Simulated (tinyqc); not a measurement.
# Gate-all-around wire with two subbands, quantum capacitance: two studies

phi is the Fermi level above the lowest subband edge, in volts; Vg is counted from the gate voltage at which an empty wire would have phi = 0. Both directions of motion are filled (equilibrium).

Parameters, values chosen for the exercise:
- T = 150 K (temperature)
- eox = 7.36 (relative permittivity of the gate insulator (close to silicon nitride))
- tox = 17 nm (insulator thickness)
- md = 0.024 m0 (mass along the wire)
- gv = 1 (valley degeneracy)
- E2 = 0.27 eV (second subband above the first)
- g2 = 2 (orbital degeneracy of the second subband)
- rw = 4.4 nm (radius of the wire)
- Vg = 0.4 V (gate voltage)

Constants: q = 1.602176634e-19 C, kB = 1.380649e-23 J/K, hbar = 1.054571817e-34 J s, m0 = 9.1093837015e-31 kg, Vt = kB T/q, eps0 = 8.8541878128e-14 F/cm where lengths are in cm. Results are converted to the units shown.

Each table varies one quantity; the others keep the values above.

## Effect of the gate voltage

N1 = gv sqrt(2 md m0 kB T/(pi hbar^2)); n1 = N1 F(phi/Vt), n2 = g2 N1 F((phi - E2)/Vt), n = n1 + n2, F(e) = (1/sqrt(pi)) int_0^infinity u^(-1/2) du/(1 + exp(u - e)); Cq = q dn/dphi = (q N1/Vt) [F'(phi/Vt) + g2 F'((phi - E2)/Vt)]. Cox = 2 pi eps0 eox/ln(1 + tox/rw) per length; Vg = phi + q n/Cox. 1/C_G = 1/Cox + 1/(Cq); dphi/dVg = Cox/(Cox + Cq).

The same in every row: Cox (pF/cm) = 2.589.

Results:
```
Vg (V)	phi (V)	n (cm^-1)	Cq (pF/cm)	C_G (pF/cm)	dphi/dVg	share of the second band (%)
-0.2	-0.2000	0.09707	1.203e-6	1.203e-6	1.000	1.696e-7
-0.09	-0.09003	480.4	0.005951	0.005938	0.9977	1.697e-7
0.02	4.863e-4	3.153e5	2.426	1.252	0.5162	2.844e-7
0.13	0.05716	1.177e6	1.828	1.071	0.5861	6.108e-6
0.24	0.1284	1.803e6	1.146	0.7943	0.6932	9.886e-4
0.36	0.2145	2.350e6	1.047	0.7456	0.7120	0.5867
0.47	0.2699	3.234e6	5.561	1.766	0.3176	18.91
0.58	0.3026	4.482e6	5.636	1.774	0.3148	38.04
0.8	0.3896	6.630e6	3.029	1.396	0.4608	52.45
```

Estimate the missing row, Vg = 0.69 V.

Computed row:
```
Vg (V)	phi (V)	n (cm^-1)	Cq (pF/cm)	C_G (pF/cm)	dphi/dVg	share of the second band (%)
0.69	0.3420	5.622e6	3.872	1.551	0.4007	47.47
```

With this row back in the table: As Vg goes from -0.2 to 0.8, Cq moves up and down between 1.20e-6 and 5.64 pF/cm, C_G/Cox moves up and down between 4.65e-7 and 0.685 and n rises from 0.0971 to 6.63e6 cm^-1. Cq is below Cox for Vg = -0.2, -0.09, 0.02, 0.13, 0.24, 0.36; there the density of states limits the response dn/dVg more than the insulator does. The peak of Cq mirrors the inverse-square-root peak of the density of states at a subband edge. For Vg = 0.58, 0.69, 0.8 phi exceeds 0.3 V, where non-parabolicity and further bands matter for so light a mass.

## Effect of the mass along the wire

Same model as above.

The same in every row: Cox (pF/cm) = 2.5886.

Effect of the mass along the wire:
```
md (m0)	phi (V)	n (cm^-1)	Cq (pF/cm)	C_G (pF/cm)	dphi/dVg	share of the second band (%)
0.02	0.24835	2.4501e6	2.4382	1.2556	0.51495	6.2894
0.034	0.22269	2.8646e6	1.3983	0.90788	0.64927	1.0695
0.057	0.19008	3.3915e6	1.4794	0.94139	0.63633	0.095394
0.097	0.15400	3.9745e6	2.0965	1.1583	0.55251	0.0065209
0.16	0.12078	4.5112e6	3.0572	1.4017	0.45850	5.6480e-4
0.28	0.087409	5.0504e6	4.8415	1.6867	0.34839	5.0488e-5
0.47	0.062223	5.4573e6	7.6829	1.9362	0.25202	8.6254e-6
0.8	0.042827	5.7707e6	12.453	2.1431	0.17210	2.3734e-6
```

What does the table show?

As md goes from 0.02 to 0.8, Cq goes from 2.44 through a minimum of 1.40 (at md = 0.034 among the rows listed) to 12.5 pF/cm, C_G/Cox goes from 0.485 through a minimum of 0.351 (at md = 0.034 among the rows listed) to 0.828 and n rises from 2.45e6 to 5.77e6 cm^-1. Cq is below Cox for md = 0.02, 0.034, 0.057, 0.097; there the density of states limits the response dn/dVg more than the insulator does.

tinyqc, about 0.01 s, one thread, Intel Xeon 2.30GHz (shared host): `OMP_NUM_THREADS=1 python tinyqc.py 2200016 2200017 out.jsonl`
